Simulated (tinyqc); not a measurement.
## Index ratio and exit index from two stacks

Question. A quarter-wave stack has T0 = 4 y/(1 + y)^2 with y = (ns/n0)(nL/nH)^(2 N), and y < 1 here. Find nH/nL and ns/n0.

T0 for N = 32 and 34 pairs (%): [0.03361413154, 0.01871276491]

Solution. sqrt(1 - T0) = |1 - y|/(1 + y) gives y for each stack; two more pairs multiply y by (nL/nH)^4.

nH/nL = 1.16
ns/n0 = 0.989

tinyqc, about 0.01 s, one thread, Intel Xeon 2.30GHz (shared host): `OMP_NUM_THREADS=1 python tinyqc.py 2650032 2650033 out.jsonl`
